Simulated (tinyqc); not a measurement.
Valence-band anticrossing with a localised impurity level: one step. The two levels at k = 0.

Host valence band EM(k) = al x - c k^2/mM, c = hbar^2/2m0, coupled to a flat level EI by V = C sqrt(x): H = [[EM, V], [V, EI]], E+/- = (EM + EI)/2 +/- sqrt((EM - EI)^2/4 + V^2). The host weight of a state at E is f = 1/(1 + V^2/(E - EI)^2), and its mass at k = 0 is mM/f. The gap is Eg - E+(0), the conduction edge staying at Eg.

Constants: hbar^2/2m0 = 3.80998211 eV angstrom^2.

Values chosen for the exercise (host near GaAs; shifted at random, so the results belong to these values and not to a real crystal):

| symbol | value | unit | meaning |
|---|---|---|---|
| Eg | 1.536 | eV | gap at Gamma to the s-like level |
| mM | 0.39 | m0 | mass of the host band |
| EI | -0.245 | eV | impurity level, from the valence top of the host |
| C | 1.12 | eV | coupling |
| al | 0.39 | eV | linear shift of the host edge |
| x | 0.013 |  | impurity fraction |

Task: Give EM, V, both levels, their host weights, the gap and the mass of the band at the gap.

Give: EM(0); V; E-, E+; host weights; gap; mass of E+.

Result:

EM(0) = 0.0051 eV
V = 0.1277 eV

E-, E+ (eV): -0.2987  0.0588

host weights: 0.1502  0.8498

gap = 1.4772 eV
mass of E+ = 0.4589 m0

The gap is 59 meV below that of the host, 45 meV per 1 % of impurity. V/|EM - EI| = 0.51; second-order perturbation theory would shift the host level by V^2/(EM - EI) = +65 meV, the exact shift is +54 meV.

(tinyqc, `OMP_NUM_THREADS=1 python tinyqc.py 1081453 1081454 out.jsonl`, Intel(R) Xeon(R) Processor @ 2.30GHz, 1 thread, shared host, about 0.01 s.)
